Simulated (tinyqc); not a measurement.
# Junction parameters from two forward currents

Problem. D(v) = J1 (exp(v/Vt) - 1) + J2 (exp(v/(2 Vt)) - 1). Find J1, J2 and the voltage 2 Vt ln(J2/J1) near which both parts are equal.

Parameters, values chosen for the exercise: temperature T = 300 K.

Constants: q = 1.602176634e-19 C, kB = 1.380649e-23 J/K, Vt = kB T/q. Results are converted to the units shown.

junction voltages (V): [0.34, 0.63]
currents (uA/um): [6.6243552e-6, 0.014794067]

Solution. The current is linear in J1 and J2, so two points give two equations.

J1 = 3.400e-13 uA/um
J2 = 9.000e-9 uA/um
crossover = 0.5265 V

tinyqc, about 0.2 s, one thread, Intel Xeon 2.30GHz (shared host): `OMP_NUM_THREADS=1 python tinyqc.py 2182253 2182254 out.jsonl`
